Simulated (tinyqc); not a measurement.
Inside a calculation: recursion (Haydock) method for the local density of states: bulk site of a square lattice. Values are carried at full precision from step to step, so a last printed digit may differ when a step is redone from the rounded ones.

One orbital a site at energy 0, hopping -t to the 4 nearest neighbours of a square lattice; the start u0 is a site in the bulk, with energy V. Recursion: a_n = <u_n|H|u_n>, b_(n+1) u_(n+1) = (H - a_n) u_n - b_n u_(n-1), b > 0. G(z) = 1/(z - a0 - b1^2/(z - a1 - b2^2/(...))), z = E + i eta. After n levels the tail is b_n^2 T with the square-root terminator T = (z - sqrt(z - 2b) sqrt(z + 2b))/(2 b^2), b = 2t so that the band edges lie at -/+ 4t.

Inputs chosen for the exercise: t = 0.57 eV (hopping); V = 0 eV (shift of the starting site); n = 4 (levels kept); E = -1.35 eV (energy); eta = 0.028 eV (broadening).

## The coefficients

Carry the recursion for n levels; the lattice is large enough that no wall is met.

Coefficients:
```
n,a_n (eV),b_(n+1) (eV),b_(n+1)^2/t^2
0,0.0000,1.14000,4.0000
1,0.0000,1.27456,5.0000
2,0.0000,1.11113,3.8000
3,0.0000,1.18270,4.3053
```

b1^2/t^2 = 4 counts the neighbours of the start. All a_n vanish because the lattice is bipartite and V = 0. The b_n tend to a quarter of the band width, 1.140 eV.

## Moments from the coefficients

For a1 = a2 = 0: mu1 = a0, mu2 = a0^2 + b1^2, mu3 = a0^3 + 2 a0 b1^2, mu4 = a0^4 + 3 a0^2 b1^2 + b1^4 + b1^2 b2^2.

mu1 to mu4 (eV^n): 0.000  1.300  0.000  3.800

mu4/t^4 = 36 is the number of closed walks of four steps.

## The continued fraction at one energy

Start from the terminator and work up: G_i = 1/(z - a_i - S_i), S_i = b_(i+1)^2 G_(i+1), with T in place of G_n. The density is -Im G_0/pi.

Levels of the fraction:
```
i,S_i (eV),G_i (1/eV)
3,-0.7154-0.9739i,-0.4512-0.7124i
2,-0.5570-0.8795i,-0.5460-0.6248i
1,-0.8870-1.0151i,-0.3555-0.8009i
0,-0.4620-1.0408i,-0.4599-0.5535i
```

local density of states = 0.1762 1/eV

A direct sum over the zone gives 0.1775 1/eV at the same z; 4 levels miss it by -0.7 %.

## Checks

- G from 10 levels against a direct sum over the zone at E = 3.6480 eV, above the band (1/eV): both 0.30907.

(tinyqc, `OMP_NUM_THREADS=1 python tinyqc.py 1451975 1451976 out.jsonl`, Intel(R) Xeon(R) Processor @ 2.30GHz, 1 thread, shared host, about 0.01 s.)
